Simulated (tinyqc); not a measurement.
Raising U: Hubbard ring of 6 sites, mean field against exact. Computed by the program tinyqc. Command: `OMP_NUM_THREADS=1 python tinyqc.py 113554 113555 out.jsonl`; one thread of a shared host (Intel(R) Xeon(R) Processor @ 2.60GHz), about 7 s.

one-body matrix (hopping and site energies) (eV):
```
         1        2        3        4        5        6
1   0.4900  -1.3000   0.0000   0.0000   0.0000  -1.3000
2  -1.3000   0.3100  -1.3000   0.0000   0.0000   0.0000
3   0.0000  -1.3000  -0.1000  -1.3000   0.0000   0.0000
4   0.0000   0.0000  -1.3000   0.2100  -1.3000   0.0000
5   0.0000   0.0000   0.0000  -1.3000  -0.2700  -1.3000
6  -1.3000   0.0000   0.0000   0.0000  -1.3000  -0.2800
```

electrons, up and down: 3  3

Collinear unrestricted mean field (the lowest of 40 random starts) against exact diagonalisation.

Exact and mean-field results (eV):
```
U            U/t    E exact  E mean field  mean |n_up - n_down|  double occupancy, exact  first gap in the sector
0.6500    0.5000  -9.170234     -9.138138                0.0000                   0.2353                   2.2593
1.3000    1.0000  -8.285853     -8.156820                0.0000                   0.2182                   2.1617
2.6000    2.0000  -6.720878     -6.197047                0.0000                   0.1828                   1.7226
3.9000    3.0000  -5.437426     -4.420908                0.5439                   0.1463                   1.3238
5.2000    4.0000  -4.431674     -3.345122                0.7545                   0.1123                   1.0096
7.8000    6.0000  -3.092294     -2.178383                0.8906                   0.0642                   0.6334
10.4000   8.0000  -2.306842     -1.563482                0.9381                   0.0393                   0.4541
15.6000  12.0000  -1.461160     -0.932042                0.9723                   0.0186                   0.2950
26.0000  20.0000  -0.748561     -0.418271                0.9900                   0.0070                   0.1768
```

In absolute terms mean field is worst at U/t = 4.0, 1.087 eV too high: at small U it is nearly exact, and at large U it misses only exchange-scale energies. Its local moments set in at U/t = 3.0 of those listed, a broken symmetry that the exact state of a finite cluster with equal spins does not have. Relative to the exact energy its error is 0.4 % at the smallest U, 44 % at most and 44 % at the largest. The double occupancy falls from 0.235 to 0.007.
